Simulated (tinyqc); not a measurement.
# Interface traps from C-V curves, high-low and Terman methods, step by step

tinyqc, about 0.01 s, one thread, Intel Xeon 2.30GHz (shared host): `OMP_NUM_THREADS=1 python tinyqc.py 2030043 2030044 out.jsonl` Printed values are rounded.

MOS capacitor on an n-type substrate; psi is the band bending, negative in depletion; only majority carriers are counted. At the bending psi the Fermi level lies y = xi - psi below the conduction edge at the surface, xi = Vt ln(Nc/Nd). Dit(y) = D0 + D1 exp(-y/E1); traps fill up to the Fermi level, follow the bias and a slow signal, and do not follow a fast one. V is the gate voltage from flat band.

Parameters, values chosen for the exercise; band and dielectric values close to those of silicon:
- T = 200 K (temperature)
- eps_r = 11.6 (relative permittivity)
- Nc = 1.52e19 cm^-3 (conduction-band density of states at T)
- Nd = 6.1e15 cm^-3 (donor density)
- EOT = 3.2 nm (equivalent oxide thickness)
- D0 = 7.6e11 cm^-2 eV^-1 (trap density far from the band edge)
- D1 = 2.8e13 cm^-2 eV^-1 (band-tail density at the conduction edge)
- E1 = 0.06 eV (decay energy of the tail)
- n = 8 (points)
- pa = -0.66 V (deepest band bending)
- pb = -0.026 V (shallowest band bending)

Constants: q = 1.602176634e-19 C, kB = 1.380649e-23 J/K, Vt = kB T/q, eps0 = 8.8541878128e-14 F/cm where lengths are in cm. Results are converted to the units shown.

Range of the model: Traps more than about 25 kB T below the conduction edge emit electrons too slowly to follow an ordinary sweep, so the deepest points are idealised.

## The curves

Cox = 3.9 eps0/EOT, LD = sqrt(eps0 eps_r Vt/(q Nd)), u = psi/Vt, Cd = (eps0 eps_r/(sqrt(2) LD)) |exp(u) - 1|/sqrt(exp(u) - u - 1). Ideal V0 = psi - sqrt(2) (eps0 eps_r Vt/LD) sqrt(exp(u) - u - 1)/Cox for psi < 0; the traps add dV = (q/Cox) times the integral of Dit from 0 to psi = (q/Cox) [D0 psi + D1 E1 exp(-xi/E1) (exp(psi/E1) - 1)]. 1/C_HF = 1/Cox + 1/Cd, 1/C_LF = 1/Cox + 1/(Cd + q Dit). Take n equally spaced psi from pa to pb.

```
point	psi (V)	y (eV)	Dit (cm^-2 eV^-1)	V0 (V)	V (V)	C_HF (nF/cm^2)	C_LF (nF/cm^2)
0	-0.6600000	0.7947882	7.600495e11	-0.6932890	-0.7941457	27.23825	131.4757
1	-0.5694286	0.7042168	7.602238e11	-0.6002832	-0.6909184	29.32889	133.1944
2	-0.4788571	0.6136454	7.610126e11	-0.5070681	-0.5874762	31.99582	135.4569
3	-0.3882857	0.5230739	7.645817e11	-0.4135782	-0.4837345	35.56613	138.7918
4	-0.2977143	0.4325025	7.807301e11	-0.3197043	-0.3794967	40.70599	144.9103
5	-0.2071429	0.3419311	8.537947e11	-0.2252374	-0.2741588	49.07066	160.2525
6	-0.1165714	0.2513597	1.184381e12	-0.1296594	-0.1654159	66.60969	210.0056
7	-0.0260000	0.1607882	2.680145e12	-0.0306567	-0.0428683	135.9653	379.3374
```

Cox = 1079.104 nF/cm^2

At the deepest bending the traps stretch the gate voltage from -0.693 to -0.794 V.

## High-low extraction

q Dit = (1/C_LF - 1/Cox)^(-1) - (1/C_HF - 1/Cox)^(-1) at each point.

Dit by high-low, point 0 to 7 (cm^-2 eV^-1): 7.600495e11  7.602238e11  7.610126e11  7.645817e11  7.807301e11  8.537947e11  1.184381e12  2.680145e12

With a true high-frequency curve this returns Dit exactly.

## Terman extraction

psi at each point follows from C_HF and the ideal curve. Dit = (Cox/q) d(V - V0)/dpsi by central differences over the two neighbours.

Dit by Terman, point 1 to 6 (cm^-2 eV^-1): 7.603190e11  7.614435e11  7.665310e11  7.895501e11  8.937015e11  1.364943e12

The differences overstate the curved tail; the largest error is 15 %, at point 6.
